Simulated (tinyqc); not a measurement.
# Random telegraph noise from one oxide trap in a small MOSFET: effects of single changes

An acceptor-like trap exchanges electrons with the channel. Inversion charge Q = Cox u, u = n Vt W0(exp((Vg - VT)/(n Vt))), W0 the Lambert function, n = nf, Cox = eps0 eox/tox; linear regime Id = (W/L) mu Q Vd. Relative to threshold the surface potential rises by Vt ln(u/u0) and the oxide voltage by the rest of Vg - VT, with u0 = n Vt W0(1).

Parameters, values chosen for the exercise; values of the order met in silicon transistors:
- T = 350 K (temperature)
- eox = 3.9 (relative permittivity of the gate insulator (close to silicon dioxide))
- tox = 4.4 nm (insulator thickness)
- xt = 1.7 nm (depth of the trap from the channel interface)
- E0 = 0.18 eV (trap level above the channel Fermi level at threshold)
- s0 = 2e-16 cm^2 (capture prefactor)
- EB = 0.47 eV (capture barrier (lattice relaxation))
- lt = 0.15 nm (tunnelling decay length)
- vth = 1.4e7 cm/s (thermal velocity)
- zi = 2.1 nm (thickness of the inversion layer)
- VT = 0.49 V (threshold voltage)
- nf = 1.1 (body factor)
- W = 22 nm (gate width)
- L = 41 nm (gate length)
- mu = 170 cm^2/(V s) (mobility)
- asc = 0 V s (scattering coefficient of the charged trap)
- Vd = 0.1 V (drain voltage)
- Vg = 0.88 V (gate voltage)

Constants: q = 1.602176634e-19 C, kB = 1.380649e-23 J/K, Vt = kB T/q, eps0 = 8.8541878128e-14 F/cm where lengths are in cm. Results are converted to the units shown.

Each table varies one quantity; the others keep the values above.

## Time constants and noise against gate voltage

N = Cox u/q; dpsi = Vt ln(u/u0); E = E0 - dpsi - (xt/tox)(Vg - VT - dpsi); capture time tc = 1/[(N/zi) vth s0 exp(-xt/lt - EB/Vt)]; emission time te = tc exp(-E/Vt); occupancy te/(tc + te). A = W L; threshold step dV = q (1 - xt/tox)/(Cox A); gm/Id = 1/(u + n Vt); relative step dI/I = (gm/Id) dV + asc mu/A. fc = (1/tc + 1/te)/(2 pi); rms = (dI/I) sqrt(tc te)/(tc + te).

Result of one run:
```
Vg (V)  E (eV)  tc (s)  te (s)  occupancy  dI/I (%)  fc (Hz)  rms dI/I (%)
0.59    0.1161   101.9   2.167    0.02083     13.01  0.07501         1.858
```

What becomes of these results when the gate voltage Vg is changed from 0.59 to 0.77 V, all else the same?

Result of the changed run:
```
Vg (V)   E (eV)  tc (s)  te (s)  occupancy  dI/I (%)  fc (Hz)  rms dI/I (%)
0.77    0.02651   34.44   14.30     0.2934     5.538  0.01575         2.522
```

The whole series:
```
Vg (V)     E (eV)  tc (s)  te (s)  occupancy  dI/I (%)   fc (Hz)  rms dI/I (%)
0.59       0.1161   101.9   2.167    0.02083     13.01   0.07501         1.858
0.65      0.08421   63.55   3.895    0.05775     9.191   0.04337         2.144
0.71      0.05465   45.01   7.352     0.1404     6.956   0.02518         2.417
0.77      0.02651   34.44   14.30     0.2934     5.538   0.01575         2.522
0.83    -6.899e-4   27.72   28.36     0.5057     4.575   0.01136         2.287
0.89     -0.02724   23.10   57.01     0.7116     3.885  0.009680         1.760
0.95     -0.05331   19.76   115.8     0.8542     3.368  0.009428         1.189
1.01     -0.07902   17.24   236.8     0.9321     2.969  0.009903        0.7467
1.07      -0.1044   15.27   487.4     0.9696     2.651   0.01075        0.4551
```

tc falls from 102 to 15.3 s as the channel fills and te rises from 2.17 to 487 s; they are equal at Vg = 0.828 V, where E = 0. The rms noise goes from 1.86 through a maximum of 2.52 (at Vg = 0.77 V among the rows listed) to 0.455 %. The slope -Vt d ln(tc/te)/dVg is 0.532 between the first two rows and 0.424 between the last two; it tends to xt/tox = 0.386 only when the surface potential stops moving.

## Effect of the capture barrier

Same model as above.

The same in every row: E (eV) = -0.022851; occupancy = 0.68084; dI/I (%) = 3.9855; rms dI/I (%) = 1.8578.

Result of one run:
```
EB (eV)    tc (s)   te (s)  fc (Hz)
0.3      0.084743  0.18078   2.7585
```

What becomes of these results when the capture barrier (lattice relaxation) EB is changed from 0.3 to 0.7 eV, all else the same?

Result of the changed run:
```
EB (eV)  tc (s)    te (s)    fc (Hz)
0.7       48736  1.0397e5  4.7965e-6
```

The whole series:
```
EB (eV)     tc (s)     te (s)    fc (Hz)
0.1      1.1175e-4  2.3838e-4     2091.9
0.2      0.0030773  0.0065647     75.963
0.3       0.084743    0.18078     2.7585
0.4         2.3337     4.9784    0.10017
0.5         64.266     137.10  0.0036374
0.6         1769.8     3775.4  1.3209e-4
0.7          48736   1.0397e5  4.7965e-6
```

As EB goes from 0.1 to 0.7, tc rises from 1.12e-4 to 48700 s, te rises from 2.38e-4 to 1.04e5 s and dI/I stays at 3.99 %. The barrier scales both times alike and leaves the occupancy unchanged.

Range of the model: VT is taken as given; short-channel effects and the uneven flow of current among few electrons are left out.

tinyqc, about 0.01 s, one thread, Intel Xeon 2.30GHz (shared host): `OMP_NUM_THREADS=1 python tinyqc.py 2710076 2710077 out.jsonl`
